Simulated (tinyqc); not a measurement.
Insulator thickness and V0 from two charges.

Problem. In an undoped wire Vg - V0 = Q/Cox + Vt ln(Q/Q0) + Vt ln(1 + Q/Q0) at the source, with Q0 = 4 eps0 eps_r Vt/R and Cox = eps0 eox/(R ln(1 + tox/R)). Find Cox, tox and V0.

Values chosen for this exercise; material values close to those of silicon: temperature T = 273 K; relative permittivity of the semiconductor eps_r = 11.6; relative permittivity of the gate insulator eox = 8.74; wire radius R = 4 nm.

Constants: q = 1.602176634e-19 C, kB = 1.380649e-23 J/K, Vt = kB T/q, eps0 = 8.8541878128e-14 F/cm where lengths are in cm. Results are converted to the units shown.

Qs at Vg = 0.99 and 1.39 V (nC/cm^2): [486.14282, 1181.0310]

Answer. The two equations are linear in 1/Cox and V0; tox follows by inverting the logarithm.

Cox = 1.91 uF/cm^2
tox = 7.00 nm
V0 = 0.693 V

Program tinyqc, `OMP_NUM_THREADS=1 python tinyqc.py 2460096 2460097 out.jsonl`; Intel Xeon 2.30GHz, shared host, one thread, about 0.02 s.
